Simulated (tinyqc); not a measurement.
Worked calculation: pair of shallow donors (hydrogen-like orbitals). Values are carried at full precision from step to step, so a last printed digit may differ when a step is redone from the rounded ones.

Each donor has the orbital exp(-r/a); energy unit Ha* = q/(eps a), q = e^2/(4 pi eps0), so that a lone donor is bound by Ha*/2; x = R/a. One electron: S = (1 + x + x^2/3) exp(-x), j = 1/x - (1 + 1/x) exp(-2x), k = (1 + x) exp(-x); levels E(+/-) = -1/2 - (j +/- k)/(1 +/- S) in Ha*, without the repulsion of the ions, split by D = |E(-) - E(+)|. In six valleys the overlaps S and k are multiplied by v = [cos(K Rx) + cos(K Ry) + cos(K Rz)]/3, K = k0 (2 pi/a_lat), for isotropic envelopes and the symmetric valley state.

Constants: e^2/(4 pi eps0) = 14.39964547 eV angstrom; hbar = 6.58211957e-16 eV s.

Parameters, chosen for this exercise (near those of two donors in Si; the results hold for these values, not for the real material): a = 19 angstrom (orbital radius); eps = 11.6 (dielectric constant); n = (9, 4, 0) a_lat (separation vector); a_lat = 5.431 angstrom (lattice constant); k0 = 0.853 2 pi/a_lat (valley position); dV = 0.37 D (detuning between the donors, in units of D).

## Distance and integrals

Give Ha*, R, x, S, j, k and v.

Ha* = 65.334 meV
R = 53.49 angstrom
x = 2.8152

S, j, k: [0.38672, 0.35035, 0.22850]

v = -0.0979

## One electron on two donors

Give both levels, the splitting D = |E(-) - E(+)| and the tunnelling frequency D/(2 pi hbar).

E(+), E(-) (meV): [-54.939, -56.130]

D = 1.192 meV
frequency = 288.2 GHz

The second ion deepens the mean level by 22.87 meV, against Ha*/x = 23.21 meV for a point charge. Without the valley factor D would be 14.3 meV; v is negative, so the odd combination lies lower.

## Detuning by a gate

Two-level picture for one electron: with detuning u = dV D the splitting is sqrt(D^2 + u^2) and the lower state has weight (1 + u/sqrt(D^2 + u^2))/2 on the lower donor; the field needed is u/(e R), 1 meV/angstrom = 100 kV/cm.

splitting = 1.271 meV
weight = 0.674
field = 0.824 kV/cm

## Two electrons and exchange

Two electrons, Heitler-London: with S' = (1 - x + x^2/3) exp(x), C = 1/x - exp(-2x)(1/x + 11/8 + 3x/4 + x^2/6), X = (1/5){exp(-2x)(25/8 - 23x/4 - 3x^2 - x^3/3) + (6/x)[S^2 (0.5772157 + ln x) + S'^2 Ei(-4x) - 2 S S' Ei(-2x)]}, Q = C - 2j + 1/x and A = X - 2 S k + S^2/x, the singlet and triplet lie at (Q +/- w A)/(1 +/- w S^2) from two lone donors, with the valley weight w = v^2; the exchange is J = triplet - singlet.

Give C, X, Q, A and J.

C, X, Q, A (Ha*): [0.3367, 0.07344, -0.008796, -0.05017]

J = 61.2 micro-eV

A swap of the two spins takes pi hbar/J = 0.0338 ns (hbar = 6.58212e-16 eV s). Against the one-electron splitting D = 1.19 meV, J/D = 0.051: exchange needs both electrons to tunnel and falls as exp(-2x), D as exp(-x).

## Checks

- Heitler-London binding at x = 1.6425 against the known 0.1160 hartree: both 0.1160.
- Overlap S by quadrature in spheroidal coordinates against the formula: both 0.38672.

Computed by tinyqc, a small Python program: `OMP_NUM_THREADS=1 python tinyqc.py 1281502 1281503 out.jsonl` (the numbers bound the seed that draws the inputs); one thread of a shared host (Intel(R) Xeon(R) Processor @ 2.30GHz), about 0.01 s for the whole set of steps.
